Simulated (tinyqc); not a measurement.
What moves the results: Landau levels of a parabolic two-dimensional band. A value that a table varies takes the place of the one given here.

E(N, s) = (N + 1/2) hbar wc + s gs muB B with s = +/-1/2.

In a field B along z: l = 1/sqrt((e/hbar) B) is the magnetic length, n_B = B/(h/e) the number of states per area in one level, hbar wc = 2 muB B/m for mass m in m0; 1/angstrom^2 = 1e16/cm^2.

Each listed level takes n_B electrons. At zero temperature and without broadening EF sits in the partly filled level.

Constants: hbar^2/2m0 = 3.80998211 eV angstrom^2; e/hbar = 1.519267448e-05 1/(T angstrom^2); h/e = 413566.7697 T angstrom^2; muB = 5.788381798e-05 eV/T.

Inputs chosen for the exercise (near those of a two-dimensional electron gas in Ge (111); shifted at random, so the results belong to these values and not to a real crystal): m = 0.0788 m0 (mass); gs = 0.87 (g factor); gv = 1 (valleys); Bs = (2, 4, 6, 8, 10, 12, 15) T (fields); n = 7.4 x 1e11/cm^2 (electron sheet density); Bo = (5.37, 6.02, 6.84, 7.92, 9.42, 11.6, 15.1, 21.7, 38.3) T (fields); tilt = (0, 30, 50, 60, 68, 74, 80) degrees (tilt angles); Bp = 8.2 T (perpendicular component, kept fixed); B = 8.2 T (magnetic field).

## The fan of levels

The four lowest levels against B, with their labels in order.

Levels (meV):

| B (T) | first | second | third | fourth | order |
|---|---|---|---|---|---|
| 2.00 | 1.42 | 1.52 | 4.36 | 4.46 | 0- 0+ 1- 1+ |
| 4.00 | 2.84 | 3.04 | 8.71 | 8.92 | 0- 0+ 1- 1+ |
| 6.00 | 4.26 | 4.56 | 13.07 | 13.37 | 0- 0+ 1- 1+ |
| 8.00 | 5.68 | 6.08 | 17.43 | 17.83 | 0- 0+ 1- 1+ |
| 10.0 | 7.09 | 7.60 | 21.79 | 22.29 | 0- 0+ 1- 1+ |
| 12.0 | 8.51 | 9.12 | 26.14 | 26.75 | 0- 0+ 1- 1+ |
| 15.0 | 10.64 | 11.40 | 32.68 | 33.43 | 0- 0+ 1- 1+ |

What can be read from the table?

The fourth level grows as B^1.00 over the first two rows and B^1.00 over the last two (1 for a parabolic band without a fixed offset such as a valley splitting, 1/2 for massless Dirac electrons). The order of the levels does not change. The Zeeman gap is |gs| m/2 = 0.034 of hbar wc at every field.

## Oscillation of the Fermi level

Fixed density, zero temperature, no broadening. At B = 0, EF = 2 pi c n/(m gv) with c = hbar^2/2m0.

Filling:

| B (T) | nu | partly filled level | EF (meV) | filled share |
|---|---|---|---|---|
| 5.37 | 5.70 | 2+ | 19.86 | 0.70 |
| 6.02 | 5.08 | 2+ | 22.26 | 0.08 |
| 6.84 | 4.47 | 2- | 24.95 | 0.47 |
| 7.92 | 3.86 | 1+ | 17.65 | 0.86 |
| 9.42 | 3.25 | 1+ | 21.00 | 0.25 |
| 11.6 | 2.64 | 1- | 25.27 | 0.64 |
| 15.1 | 2.03 | 1- | 32.90 | 0.03 |
| 21.7 | 1.41 | 0+ | 16.49 | 0.41 |
| 38.3 | 0.80 | 0- | 27.17 | 0.80 |

EF at B = 0 = 22.48 meV

How do the results move?

EF runs between 16.5 and 32.9 meV around its zero-field value of 22.5 meV. It follows a level while that level empties and falls to the next one down when nu passes a filled shell; the partly filled level changes 5 times in this table.

## Tilting the field

The cyclotron gap follows Bp, the Zeeman gap the total field Bp/cos(theta): i = |gs| muB B/(hbar wc) = |gs| m/(2 cos theta). With f the fractional part of i the gaps alternate between f and 1 - f of hbar wc. The layer is taken as strictly two-dimensional and valley splitting is left out.

Gaps:

| theta (degrees) | B total (T) | i | f hbar wc (meV) | (1 - f) hbar wc (meV) |
|---|---|---|---|---|
| 0 | 8.20 | 0.034 | 0.413 | 11.634 |
| 30 | 9.47 | 0.040 | 0.477 | 11.570 |
| 50 | 12.76 | 0.053 | 0.642 | 11.404 |
| 60 | 16.40 | 0.069 | 0.826 | 11.221 |
| 68 | 21.89 | 0.092 | 1.102 | 10.945 |
| 74 | 29.75 | 0.124 | 1.498 | 10.549 |
| 80 | 47.22 | 0.197 | 2.378 | 9.669 |

What can be read from the table?

i = 1/2 (equal gaps) falls at theta = 86.1 degrees. i = 1 (levels of opposite spin coincide) falls at theta = 88.0 degrees. Over the table i grows from 0.034 to 0.197.

## What each parameter does

The second and third levels from below, nu = n/n_B, and EF. Each row changes one parameter from the base and keeps the others.

Results:

| case | second level (meV) | third level (meV) | nu | EF (meV) |
|---|---|---|---|---|
| base | 6.23 | 17.86 | 3.73 | 18.28 |
| B = 9.84 T | 7.48 | 21.44 | 3.11 | 21.93 |
| m = 0.0946 m0 | 5.22 | 14.85 | 3.73 | 15.26 |
| gs = 0.739 | 6.20 | 17.89 | 3.73 | 18.25 |
| n = 8.88 x 1e11/cm^2 | 6.23 | 17.86 | 4.48 | 29.91 |

What does this show?

The largest shifts from the base row, up to three for each result and ties (the steps differ in size, so this ranks the rows, not the parameters). second level (meV): B +1.25, m -1.01, gs -0.03; unchanged at the printed digits by n. third level (meV): B +3.57, m -3.02, gs +0.03; unchanged at the printed digits by n. nu: n +0.75, B -0.62; unchanged at the printed digits by m and gs. EF (meV): n +11.63, B +3.66, m -3.02.

Computed by tinyqc, a small Python program: `OMP_NUM_THREADS=1 python tinyqc.py 1250223 1250224 out.jsonl` (the numbers bound the seed that draws the inputs); one thread of a shared host (Intel(R) Xeon(R) Processor @ 2.30GHz), about 0.01 s for the whole set of steps.
